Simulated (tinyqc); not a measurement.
Inside a calculation: Slater-Koster d bands of a bcc metal. Values are carried at full precision from step to step, so a last printed digit may differ when a step is redone from the rounded ones.

Slater-Koster d bands. For a bond with direction cosines (l, m, n) the 5 x 5 block is dds Ps + ddp Pp + ddd (1 - Ps - Pp), the projectors on sigma, pi and delta states about the bond; for instance <xy|xy> = 3 l^2 m^2 dds + (l^2 + m^2 - 4 l^2 m^2) ddp + (n^2 + l^2 m^2) ddd, <xy|yz> = 3 l m^2 n dds + l n (1 - 4 m^2) ddp + l n (m^2 - 1) ddd and <3z2-r2|3z2-r2> = (n^2 - (l^2 + m^2)/2)^2 dds + 3 n^2 (l^2 + m^2) ddp + (3/4)(l^2 + m^2)^2 ddd. H(k) sums the blocks times cos(k.R) over the neighbours; the d level is the zero of energy; k in 2 pi/a.

Values chosen for the exercise (of the size met in Nb; shifted at random, so the results belong to these values and not to a real crystal): dds = -1.203 eV (dd sigma); ddp = 0.71 eV (dd pi); ddd = -0.06 eV (dd delta); f2 = 0.487 (factor on all three integrals for second neighbours); Es = 5.3 eV (s level); sss = -0.96 eV (ss sigma); sds = -0.38 eV (sd sigma); k = (0.64, 0.39, 0) 2 pi/a (wave vector); Nd = 4 (d electrons per atom).

## The block of one bond

Direction (1,1,1)/sqrt3; its eigenvalues must be dds once, ddp twice and ddd twice.

block (eV):
```
             xy       yz       zx    x2-y2   3z2-r2
xy      -0.2699  -0.4666  -0.4666        0  -0.2964
yz      -0.4666  -0.2699  -0.4666  -0.2567   0.1482
zx      -0.4666  -0.4666  -0.2699   0.2567   0.1482
x2-y2         0  -0.2567   0.2567   0.4533        0
3z2-r2  -0.2964   0.1482   0.1482        0   0.4533
```

## Levels at Gamma

Neighbours: eight at (a/2)(1,1,1) and equivalents, and six at a(1,0,0) and equivalents with the integrals times f2.

Summing the blocks at k = 0 gives E(t2g) = (8/3) dds + (16/9) ddp + (32/9) ddd + f2 (4 ddp + 2 ddd), E(eg) = (16/3) ddp + (8/3) ddd + f2 (3 dds + 3 ddd).

levels (eV): t2g (threefold) -0.8345, eg (twofold) 1.7814

The t2g level lies lower, by 2.6159 eV.

## The Hamiltonian at one k

An s orbital at Es couples to nearest neighbours alone: <s|s> = sss, <s|xy> = sqrt3 l m sds (cyclic), <s|x2-y2> = (sqrt3/2)(l^2 - m^2) sds, <s|3z2-r2> = (n^2 - (l^2 + m^2)/2) sds.

Sum over the neighbours.

H(k) (eV):
```
             s       xy      yz      zx   x2-y2   3z2-r2
s       6.4077   1.4942       0       0       0        0
xy      1.4942  -0.7207       0       0       0   2.0185
yz           0        0  0.5074  3.1776       0        0
zx           0        0  3.1776  0.6072       0        0
x2-y2        0        0       0       0  0.6763   0.0642
3z2-r2       0   2.0185       0       0  0.0642  -1.2206
```

## Levels and character

Diagonalise H; t2g is xy, yz, zx and eg the other two.

levels (eV): -3.1114  -2.6207  0.6662  0.8583  3.7352  6.7295

weights:
```
     band 1  band 2  band 3  band 4  band 5  band 6
s     0.011   0.000   0.002   0.034   0.000   0.953
t2g   0.462   1.000   0.030   0.464   1.000   0.044
eg    0.527   0.000   0.968   0.503   0.000   0.003
```

## Levels at points of symmetry

Coordinates: G (0, 0, 0), H (1, 0, 0), N (0.5, 0.5, 0), P (0.5, 0.5, 0.5); the others lie half way.

Levels (eV):

| k | band 1 | band 2 | band 3 | band 4 | band 5 | band 6 |
|---|---|---|---|---|---|---|
| G | -2.380 | -0.834 | -0.834 | -0.834 | 1.781 | 1.781 |
| G-H 0.5 | -1.728 | -0.058 | -0.058 | 0.498 | 1.442 | 5.300 |
| H | -5.472 | -5.472 | 3.484 | 3.484 | 3.484 | 12.980 |
| N | -3.674 | -3.600 | 1.174 | 1.728 | 3.791 | 5.786 |
| P | -1.325 | -1.325 | -1.325 | 1.845 | 1.845 | 5.300 |
| P-G 0.5 | -2.371 | -2.371 | 1.099 | 1.571 | 1.571 | 3.362 |
| G-N 0.5 | -2.254 | -1.916 | 1.007 | 1.478 | 1.755 | 1.872 |

On these points the bands run from -5.472 (H) to 12.980 eV (H).

## Second moment and the rectangular band

mu2 = z (dds^2 + 2 ddp^2 + 2 ddd^2)/5 per orbital, with z = 8 + 6 f2^2. A rectangular band with the same mu2 has width W = sqrt(12 mu2), Fermi level W (Nd/10 - 1/2) and bond energy -W Nd (10 - Nd)/20 (Friedel).

mu2 = 4.6410 eV^2
W = 7.4627 eV
Fermi level = -0.7463 eV
bond energy per atom = -8.9553 eV

The bond energy is the attractive part alone; the repulsion between atoms, left out, cancels a large share of it in the cohesive energy.

## Checks

- Levels at Gamma from the formulas against H(0): they agree to 1e-10 or better.
- Second moment from the formula against the mean square level on the mesh: both 4.64104.

Computed by tinyqc, a small Python program: `OMP_NUM_THREADS=1 python tinyqc.py 1450581 1450582 out.jsonl` (the numbers bound the seed that draws the inputs); one thread of a shared host (Intel(R) Xeon(R) Processor @ 2.30GHz), about 0.07 s for the whole set of steps.
